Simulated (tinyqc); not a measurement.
Inside a calculation. Method: G0W0 on RHF in the sto-3g basis, for BeH2, spin multiplicity 1. One step of it, computed by the program tinyqc.

Problem. G0W0 on Hartree-Fock: HOMO. W(p,q,m) = sqrt2 sum_ia (pq|ia) (X+Y)_ia,m; Sigma_c(x) = sum_(i,m) W^2/(x - e_i + w_m) + sum_(a,m) W^2/(x - e_a - w_m); solve x = e_p + Sigma_c(x) by Newton steps; Z = 1/(1 - dSigma/dx); 1 hartree = 27.211386 eV.

orbital energies (hartree): MO1 -4.531067, MO2 -0.425030, MO3 -0.380809, MO4 0.213806, MO5 0.213819, MO6 0.370618, MO7 0.735597

Two-electron integrals over orbitals (pq|rs), unique and non-zero (hartree):
```
(11|11) 2.271842    (21|11) -0.185883   (21|21) 0.023614    (22|11) 0.462449
(22|21) -0.004953   (22|22) 0.398299    (31|11) -0.030478   (31|21) 0.002945
(31|22) -0.004960   (31|31) 0.005638    (32|11) 0.001428    (32|21) -0.002469
(32|22) -0.055275   (32|31) 0.010484    (32|32) 0.141507    (33|11) 0.424676
(33|21) -0.003129   (33|22) 0.371491    (33|31) 0.003132    (33|32) 0.045084
(33|33) 0.428594    (41|11) 0.002252    (41|21) -0.000266   (41|22) 0.000156
(41|31) -0.000046   (41|32) 4.03e-06    (41|33) 0.000086    (41|41) 0.015752
(42|11) -0.001130   (42|21) 0.000080    (42|22) 0.000478    (42|31) 0.000011
(42|32) -0.000129   (42|33) 0.000492    (42|41) 0.014762    (42|42) 0.046754
(43|11) -0.000269   (43|21) 0.000016    (43|22) -0.000197   (43|31) -0.000005
(43|32) 0.000713    (43|33) 0.000345    (43|41) 0.002488    (43|42) 0.005530
(43|43) 0.013678    (44|11) 0.569173    (44|21) -0.007260   (44|22) 0.356210
(44|31) -0.001151   (44|32) 0.000227    (44|33) 0.337760    (44|41) -0.000296
(44|42) -0.001529   (44|43) -0.000314   (44|44) 0.449867    (51|51) 0.015750
(52|51) 0.014765    (52|52) 0.046753    (53|51) 0.002489    (53|52) 0.005530
(53|53) 0.013672    (54|51) -0.000185   (54|52) -0.000489   (54|53) -0.000088
(54|54) 0.024253    (55|11) 0.569183    (55|21) -0.007259   (55|22) 0.356215
(55|31) -0.001151   (55|32) 0.000227    (55|33) 0.337760    (55|41) 0.000074
(55|42) -0.000551   (55|43) -0.000138   (55|44) 0.401356    (55|55) 0.449859
(61|11) -0.191397   (61|21) 0.024574    (61|22) -0.006398   (61|31) 0.004562
(61|32) 0.000609    (61|33) -0.002834   (61|41) -0.000124   (61|42) 0.000216
(61|43) 0.000037    (61|44) -0.005583   (61|55) -0.005578   (61|61) 0.026099
(62|11) 0.129073    (62|21) -0.006003   (62|22) -0.021299   (62|31) -0.000391
(62|32) 0.016843    (62|33) -0.035872   (62|41) 0.000212    (62|42) -0.000246
(62|43) 3.19e-06    (62|44) 0.063275    (62|55) 0.063292    (62|61) -0.004916
(62|62) 0.079516    (63|11) 0.034255    (63|21) -0.001077   (63|22) 0.029643
(63|31) -0.000796   (63|32) -0.084900   (63|33) -0.037545   (63|41) 0.000038
(63|42) -3.64e-06   (63|43) -0.000666   (63|44) 0.017456    (63|55) 0.017459
(63|61) -0.001098   (63|62) 0.007443    (63|63) 0.089373    (64|11) 0.001077
(64|21) 0.000019    (64|22) 0.000147    (64|31) -0.000005   (64|32) -0.000058
(64|33) -0.000277   (64|41) 0.016195    (64|42) 0.045784    (64|43) 0.008668
(64|44) -0.000190   (64|55) 0.000443    (64|61) 0.000190    (64|62) 0.001237
(64|63) 0.000337    (64|64) 0.049426    (65|51) 0.016199    (65|52) 0.045802
(65|53) 0.008672    (65|54) -0.000317   (65|65) 0.049437    (66|11) 0.462564
(66|21) -0.006785   (66|22) 0.374588    (66|31) -0.000089   (66|32) 0.011118
(66|33) 0.394462    (66|41) 0.000457    (66|42) 0.001338    (66|43) 0.000322
(66|44) 0.354543    (66|55) 0.354562    (66|61) -0.006399   (66|62) -0.026581
(66|63) -0.014707   (66|64) 0.000855    (66|66) 0.397116    (71|11) -0.010675
(71|21) 0.003140    (71|22) 0.006078    (71|31) -0.009377   (71|32) -0.016985
(71|33) -0.005976   (71|41) -0.000006   (71|42) 0.000007    (71|43) 0.000030
(71|44) -0.000207   (71|55) -0.000206   (71|61) 0.000510    (71|62) -0.000949
(71|63) -0.000105   (71|64) 0.000023    (71|66) -0.002053   (71|71) 0.018698
(72|11) 0.030717    (72|21) -0.000314   (72|22) -0.015900   (72|31) -0.004371
(72|32) 0.038571    (72|33) 0.007026    (72|41) 0.000009    (72|42) -0.000265
(72|43) 0.000585    (72|44) 0.013825    (72|55) 0.013826    (72|61) -0.001299
(72|62) 0.024447    (72|63) -0.057621   (72|64) 0.000130    (72|66) -0.001036
(72|71) 0.007979    (72|72) 0.060432    (73|11) -0.145424   (73|21) 0.004171
(73|22) -0.000130   (73|31) -0.000402   (73|32) -0.001782   (73|33) 0.017156
(73|41) 1.61e-06    (73|42) 0.000830    (73|43) 0.000244    (73|44) -0.067123
(73|55) -0.067126   (73|61) 0.003351    (73|62) -0.073140   (73|63) -0.024273
(73|64) -0.000592   (73|66) 0.020636    (73|71) 0.001964    (73|72) -0.011480
(73|73) 0.083214    (74|11) 0.000035    (74|21) -0.000022   (74|22) -0.000489
(74|31) 0.000127    (74|32) 0.001364    (74|33) 0.000484    (74|41) 0.001044
(74|42) 0.005271    (74|43) -0.012602   (74|44) -0.000045   (74|55) 1.52e-06
(74|61) 0.000024    (74|62) 0.000198    (74|63) -0.000895   (74|64) 0.002117
(74|66) 0.000194    (74|71) -0.000221   (74|72) 0.000287    (74|73) -0.000029
(74|74) 0.017053    (75|51) 0.001044    (75|52) 0.005273    (75|53) -0.012609
(75|54) -0.000023   (75|65) 0.002119    (75|75) 0.017039    (76|11) -0.001979
(76|21) 0.001832    (76|22) 0.047632    (76|31) -0.009757   (76|32) -0.131006
(76|33) -0.047449   (76|41) 0.000025    (76|42) 0.000196    (76|43) -0.000830
(76|44) 0.000658    (76|55) 0.000659    (76|61) -0.000941   (76|62) -0.013544
(76|63) 0.090069    (76|64) 0.000162    (76|66) -0.014505   (76|71) 0.016138
(76|72) -0.048689   (76|73) -0.000961   (76|74) -0.001245   (76|76) 0.135580
(77|11) 0.550604    (77|21) -0.007446   (77|22) 0.410735    (77|31) -0.002218
(77|32) -0.019091   (77|33) 0.414490    (77|41) 0.000071    (77|42) 0.000135
(77|43) -0.000091   (77|44) 0.379660    (77|55) 0.379657    (77|61) -0.007826
(77|62) -0.022848   (77|63) 0.009040    (77|64) -0.000290   (77|66) 0.412354
(77|71) 0.001047    (77|72) -0.009114   (77|73) -0.002194   (77|74) -0.000153
(77|76) 0.014140    (77|77) 0.460859
```

excitation energies w (hartree): 0.620312  0.620320  0.726907  0.726923  0.872293  0.890713  1.283904  1.327383  4.776324  4.776334  4.953618  5.303954

X + Y:
```
             1          2          3          4          5          6          7          8
1>4  -0.000850   0.000000  -0.011915   0.000000   0.000052  -0.000170   0.000007   0.000025
1>5   0.000000  -0.000850   0.000000  -0.011917   0.000000   0.000000   0.000000   0.000000
1>6  -0.000010   0.000000  -0.000159   0.000000  -0.000470   0.002617  -0.001328  -0.003529
1>7  -0.000013   0.000000  -0.000007   0.000000  -0.002018  -0.000153  -0.005533   0.002277
2>4  -0.096220   0.000000   0.933229   0.000000  -0.000250   0.000888   0.000649   0.001593
2>5   0.000000  -0.096222   0.000000   0.933231   0.000000   0.000000   0.000000   0.000000
2>6  -0.000305   0.000000  -0.000258   0.000000  -0.397152   0.804103  -0.096115  -0.230100
2>7  -0.001405   0.000000   0.000764   0.000000   0.299719   0.034310   0.725523  -0.552630
3>4   0.974651   0.000000   0.085751   0.000000  -0.002369  -0.000771   0.001309  -0.000307
3>5   0.000000   0.974661   0.000000   0.085753   0.000000   0.000000   0.000000   0.000000
3>6   0.003759   0.000000   0.000269   0.000000   0.808490   0.374393  -0.204811   0.043664
3>7  -0.000379   0.000000  -0.003271   0.000000  -0.031139   0.369798   0.536580   0.685684

            9        10         11         12
1>4  0.996690  0.000000  -0.001354  -0.000022
1>5  0.000000  0.996692   0.000000   0.000000
1>6  0.001402  0.000000   0.994737   0.002770
1>7  0.000020  0.000000  -0.002971   0.996470
2>4  0.001687  0.000000   0.000021   0.000001
2>5  0.000000  0.001688   0.000000   0.000000
2>6  0.000030  0.000000  -0.000665  -0.000111
2>7  0.000002  0.000000  -0.000270   0.001391
3>4  0.000264  0.000000   0.000003   0.000003
3>5  0.000000  0.000264   0.000000   0.000000
3>6  0.000005  0.000000  -0.000139  -0.000022
3>7  0.000001  0.000000   0.000659   0.000330
```

Give: The 12 largest terms at x = e_p; Newton steps; quasiparticle energy of the HOMO; Hartree-Fock value.

Solution.

The 12 largest terms at x = e_p (hartree; W for the signs of X + Y given):

| q | m | W | term |
|---|---|---|---|
| 2 | 5 | -0.0901 | 0.0088 |
| 6 | 7 | -0.1044 | -0.0054 |
| 7 | 8 | 0.1120 | -0.0051 |
| 6 | 5 | 0.0747 | -0.0034 |
| 3 | 6 | -0.0514 | 0.0030 |
| 2 | 7 | 0.0607 | 0.0028 |
| 7 | 7 | 0.0683 | -0.0019 |
| 7 | 6 | -0.0531 | -0.0014 |
| 2 | 8 | -0.0427 | 0.0013 |
| 3 | 7 | 0.0360 | 0.0010 |
| 6 | 6 | 0.0403 | -0.0010 |
| 2 | 6 | -0.0249 | 0.0007 |

Newton steps (hartree):

| step | x | Sigma_c(x) | Z |
|---|---|---|---|
| 0 | -0.3808 | -0.0007 | 0.9728 |
| 1 | -0.3815 | -0.0007 | 0.9728 |
| 2 | -0.3815 | -0.0007 | 0.9728 |

quasiparticle energy of the HOMO = -10.3807 eV

Hartree-Fock value = -10.3624 eV
